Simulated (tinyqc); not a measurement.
Position of the spike: inter-valley coupling by envelope functions against a chain of atomic planes.

Chain: E(phi) = e0 + 2 v cos(phi) + 2 u cos(2 phi), cos(phi0) = -v/(4u), e0 = 2u + v^2/(4u); plane j = 0, 1, ... has the potential V_j = dE x_j + F (j - 30) a/4 (1 MV/m = 1e-4 V/angstrom). There are 30 barrier planes a side; with y = j - 29.5, x_j = xb (f(y) + f(Nw - y)), f(y) = 1/(1 + exp(y/L)), plus any Ge added in the well. The valley splitting is the spacing of the two lowest levels. Envelope theory: F_j solves a one-valley chain with hopping -b and diagonal 2b + V_j, b = 4u sin^2(phi0), sum F_j^2 = 1; the valleys couple by Dv = sum_j F_j^2 V_j exp(-2 i phi0 j) and split by 2|Dv|.

Values chosen for the exercise (near those of the Delta valleys of silicon in a SiGe well; shifted at random, so the results belong to these values and not to a real crystal): a = 5.431 angstrom (lattice constant; planes lie a/4 apart); u = 0.605 eV (second-neighbour hopping); v = 0.566 eV (nearest hopping); Nw = 68 (planes in the well); L = 1.5 planes (interface width); xb = 0.25 (Ge fraction of the barriers); dE = 0.6 eV (offset per unit Ge fraction); F = 2 MV/m (field); xs = 0.18 (Ge fraction added on that plane).

The spike is moved through the well; position counted from the first well plane, j - 30.

Against position:
```
j - 30,"F_j^2, smooth",mean of the doublet (meV),"splitting, chain (micro-eV)",envelope,first order
3,0.00471,12.68,676,645,1018
8,0.01305,13.17,1661,1548,2818
14,0.02360,13.85,3026,2839,5098
20,0.02986,14.49,4290,4153,6449
27,0.02955,14.69,4698,4602,6383
34,0.02329,14.04,3396,3289,5031
44,0.01188,13.08,1486,1385,2565
54,0.00391,12.58,486,451,844
65,0.00035,12.37,54,52,75
```

What can be read from this table?

The splitting is largest at plane 27 among these rows (4698 micro-eV), and the smooth envelope peaks at plane 23, counting all planes; without a spike it is 0.020. Where the splitting exceeds 20 micro-eV the envelope theory lies within 7.2 % of the chain and first order within 74 %.

Run: tinyqc, `OMP_NUM_THREADS=1 python tinyqc.py 1452472 1452473 out.jsonl`; Intel(R) Xeon(R) Processor @ 2.30GHz, one thread, shared host; about 0.06 s of CPU time with all checks.
